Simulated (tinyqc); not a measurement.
Worked calculation: heavy doping: gap narrowing, degeneracy and the minority density. Values are carried at full precision from step to step, so a last printed digit may differ when a step is redone from the rounded ones.

Empirical narrowing (Slotboom form, constants chosen for the exercise; published fits of this form give the apparent narrowing, here it is taken as the true one): dEg = E0 [ln(N/N0) + sqrt(ln(N/N0)^2 + C)].

Constants: kB = 8.617333262e-05 eV/K; e^2/(4 pi eps0) = 14.39964547 eV angstrom.

Parameters, chosen for this exercise (gap and densities of states near those of Si at this temperature; narrowing constants near the fits for Si; the results hold for these values, not for the real material): N = 3.9e+19 1/cm^3 (ionised donors, equal to the majority density); E0 = 6.81 meV (narrowing scale); N0 = 9e+16 1/cm^3 (onset density); C = 0.5 (smoothing constant); Nc = 2.63e+19 1/cm^3 (conduction-band density of states); Eg = 1.126 eV (gap); Nv = 1.23e+19 1/cm^3 (valence-band density of states); T = 300 K; eps = 11.1 (dielectric constant); Mv = 6 (majority valleys).

## Gap narrowing

Evaluate at N.

ln(N/N0) = 6.0715
dEg (empirical fit) = 82.97 meV

Well above N0 each decade of doping adds 2 E0 ln 10 = 31.4 meV.

## Degeneracy of the majority band

F_j(eta) = (1/Gamma(j + 1)) integral_0^infinity x^j dx/(1 + exp(x - eta)), which tends to exp(eta) for eta << 0.

Majority: N = Nc F_1/2(eta), eta the distance of EF beyond the majority band edge in kT. Degeneracy factor gam = F_1/2(eta)/exp(eta). ni0^2 = Nc Nv exp(-Eg/kT); product n p = ni0^2 gam exp(dEg/kT), dEg the true narrowing; apparent narrowing dEa = dEg + kT ln gam; minority density = n p/N.

Solve for eta and form gam.

N/Nc = 1.483
eta = 0.9079
gam = 0.5982

## Product and minority density

Combine both effects.

ni0 = 6.27e+09 1/cm^3
exp(dEg/kT) = 24.8
dEa = 69.7 meV
sqrt(n p) = 2.41e+10 1/cm^3
minority density = 14.9 1/cm^3

Narrowing multiplies the product by 24.8 and degeneracy by 0.598; together they change the minority density by a factor 14.8 against ni0^2/N.

## Two estimates of the size

Two physical estimates, e2 = e^2/(4 pi eps0), N in 1/angstrom^3: exchange shift at the Fermi level, Ex = (e2/eps) kF/pi with kF = (3 pi^2 N/Mv)^(1/3); screened-pair energy (Lanyon-Tuft), Es = (3/4)(e2/eps) qs with qs^2 = (4 pi e2 N/(eps kT)) F_-1/2(eta)/F_1/2(eta).

Evaluate both at N.

kF = 0.05774 1/angstrom
Ex = 23.84 meV
Es = 124.42 meV

Against the fitted dEg = 83.0 meV, Ex is 0.29 and Es 1.50 times as large; each keeps one mechanism only, and Ex assumes a strongly degenerate gas, while here eta is only 0.91.

## Checks

- Minority density against the Boltzmann occupation of the other band at the narrowed gap (1/cm^3): both 14.91.

Computed by tinyqc, a small Python program: `OMP_NUM_THREADS=1 python tinyqc.py 1680563 1680564 out.jsonl` (the numbers bound the seed that draws the inputs); one thread of a shared host (Intel(R) Xeon(R) Processor @ 2.30GHz), about 0.01 s for the whole set of steps.
